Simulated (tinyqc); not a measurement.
# Floating body of a partially depleted SOI transistor: body voltage and kink: output curve and kink

Source at 0 V. Channel current Ic = 2 nf K Vt^2 [F(0) - F(Vd)](1 + la Vd), F(V) = ln^2(1 + exp((Vg - VT - nf V)/(2 nf Vt))), VT = VT0 - gb Vb. Saturation voltage Vs = 2 Vt sqrt(F(0)) + 3 Vt, excess Ve = (Vd - Vs + sqrt((Vd - Vs)^2 + 0.0004 V^2))/2, multiplication M1 = Ai Ve exp(-Bl/Ve). Each junction passes D(v) = J1 (exp(v/Vt) - 1) + J2 (exp(v/(2 Vt)) - 1). Bipolar current Ib = bb J1 (exp(Vb/Vt) - 1). The body settles where M1 (Ic + Ib) = D(Vb) + D(Vb - Vd) + Vb/Rb; drain current Id = (1 + M1)(Ic + Ib) - D(Vb - Vd).

Rows with more than one solution for Vb (latch) are left out; dId/dVd by a forward difference over 1e-4 V, swing = 1e-4 V over the change of log10 Id; M1 under 1e-12 is printed as 0.

Parameters, values chosen for the exercise; values of the order met in partially depleted silicon-on-insulator transistors:

| symbol | value | unit | meaning |
|---|---|---|---|
| T | 300 | K | temperature |
| VT0 | 0.43 | V | threshold at zero body voltage |
| gb | 0.18 |  | fall of the threshold per volt of body voltage |
| nf | 1.27 |  | slope factor |
| K | 240 | uA/(V^2 um) | gain factor per width |
| la | 0.09 | 1/V | channel-length modulation factor |
| Ai | 3.88 | 1/V | impact-ionisation prefactor |
| Bl | 6.4 | V | impact-ionisation voltage |
| J1 | 6.5e-12 | uA/um | diffusion saturation current of each junction |
| J2 | 2e-8 | uA/um | recombination saturation current of each junction |
| bb | 0 |  | gain of the lateral bipolar transistor on the diffusion current |
| Rb | 1e9 | kohm um | resistance of a weak body tie to the source (1e9 stands for no tie, and the term is then dropped) |
| Vg | 0.36 | V | gate voltage |

Constants: q = 1.602176634e-19 C, kB = 1.380649e-23 J/K, Vt = kB T/q. Results are converted to the units shown.

Results:

| Vd (V) | Vb (V) | M1 | Id, floating (uA/um) | Id, grounded (uA/um) | ratio | dId/dVd, floating (uS/um) | dId/dVd, grounded (uS/um) |
|---|---|---|---|---|---|---|---|
| 0.8 | 0.3819 | 2.407e-4 | 0.2041 | 0.03826 | 5.336 | 0.5474 | 0.003387 |
| 1 | 0.4703 | 0.002384 | 0.2928 | 0.03901 | 7.506 | 0.3696 | 0.004271 |
| 1.2 | 0.5192 | 0.01095 | 0.3596 | 0.04006 | 8.977 | 0.3102 | 0.006466 |
| 1.4 | 0.5524 | 0.03250 | 0.4204 | 0.04170 | 10.08 | 0.3049 | 0.01021 |
| 1.8 | 0.5959 | 0.1403 | 0.5579 | 0.04792 | 11.64 | 0.4037 | 0.02170 |
| 2 | 0.6113 | 0.2359 | 0.6473 | 0.05297 | 12.22 | 0.4937 | 0.02886 |
| 2.2 | 0.6241 | 0.3629 | 0.7567 | 0.05951 | 12.72 | 0.6030 | 0.03659 |

Estimate the missing row, Vd = 1.6 V.

Computed row:

| Vd (V) | Vb (V) | M1 | Id, floating (uA/um) | Id, grounded (uA/um) | ratio | dId/dVd, floating (uS/um) | dId/dVd, grounded (uS/um) |
|---|---|---|---|---|---|---|---|
| 1.6 | 0.5768 | 0.07378 | 0.4842 | 0.04423 | 10.95 | 0.3386 | 0.01538 |

With this row back in the table: Vb rises from 0.382 to 0.624 V and the ratio of the currents rises from 5.34 to 12.7. The output conductance with a floating body exceeds the grounded value by the largest factor among the rows, 162, at Vd = 0.8 V, where Vb = 0.382 V and M1 = 2.41e-4.

Range of the model: The multiplication law is an empirical form chosen for the exercise; self-heating and capacitive coupling to the body are left out, and the linear laws are rough once Vb passes about 0.7 V or M1 about 0.1.

Program tinyqc, `OMP_NUM_THREADS=1 python tinyqc.py 2182182 2182183 out.jsonl`; Intel Xeon 2.30GHz, shared host, one thread, about 0.2 s.
